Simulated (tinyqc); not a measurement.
Inside a calculation. Model: memristor with linear dopant drift.

tinyqc, about 0.2 s, one thread, Intel Xeon 2.30GHz (shared host): `OMP_NUM_THREADS=1 python tinyqc.py 2880130 2880131 out.jsonl` Printed values are rounded.

A film of thickness D has a doped share x: R = Ron x + Roff (1 - x), i = v/R, dx/dt = k i F with k = mv Ron/D^2 and F = 1 (no window). The drive is v = V0 sin(2 pi f t). The model has no threshold and no heating.

Inputs (values chosen for the exercise):
- Ron = 50 ohm (resistance of the fully doped film)
- Roff = 40000 ohm (resistance of the undoped film)
- D = 5 nm (film thickness)
- mv = 1.9e-14 m^2/(V s) (dopant mobility)
- x0 = 0.36 (doped share at t = 0)
- V0 = 1 V (amplitude)
- f = 3.5 Hz (frequency)

## Rate constant, charge and flux scales

k = mv Ron/D^2; R0 = R(x0); without a window the film fills (x = 1) after the charge (1 - x0)/k and the flux (R0^2 - Ron^2)/(2 k (Roff - Ron)); half a period supplies the flux V0/(pi f).

k = 38000 1/C
R0 = 25618.0 ohm
charge to fill = 16.8421 uC
flux to fill = 0.216152 V s
flux of half a period = 0.0909457 V s

Half a period supplies 42.1 % of the flux to fill.

## Step 1: one Runge-Kutta step

x at step 0 = 0.36
j = 0

Step h = 1/(12 f), from t = j h. With g(t, x) = dx/dt: k1 = g(t, x), k2 = g(t + h/2, x + h k1/2), k3 = g(t + h/2, x + h k2/2), k4 = g(t + h, x + h k3), x(new) = x + h (k1 + 2 k2 + 2 k3 + k4)/6.

k1..k4 (1/s): 0.000000  0.383915  0.386671  0.752469
x at step 1 = 0.369102

## Step 2: one Runge-Kutta step

j = 1

As before.

k1..k4 (1/s): 0.75234  1.07927  1.08605  1.35868
x at step 2 = 0.394664

## Step 3: one Runge-Kutta step

j = 2

As before.

k1..k4 (1/s): 1.35801  1.55614  1.56238  1.67055
x at step 3 = 0.431432

## One period

The 12 Runge-Kutta steps against a converged integration; i uses the converged x.

One period:
```
j    v (V)  x, coarse steps  x, converged  i (uA)
0    0.000           0.3600        0.3600    0.00
1    0.500           0.3691        0.3691   19.80
2    0.866           0.3947        0.3947   35.74
3    1.000           0.4314        0.4314   43.93
4    0.866           0.4707        0.4707   40.86
5    0.500           0.5015        0.5015   25.04
6    0.000           0.5132        0.5132    0.00
7   -0.500           0.5015        0.5015  -25.04
8   -0.866           0.4707        0.4707  -40.86
9   -1.000           0.4314        0.4314  -43.93
10  -0.866           0.3947        0.3947  -35.74
11  -0.500           0.3691        0.3691  -19.80
12   0.000           0.3600        0.3600    0.00
```

The current vanishes with the voltage (pinched loop). At the same voltage, j = 2 and 4, it is 35.7 uA on the way up and 40.9 uA on the way down. x peaks at 0.5132 at half period and ends at 0.3600, its starting value: the state is a function of the flux alone. The coarse steps miss by at most 5.7e-6.
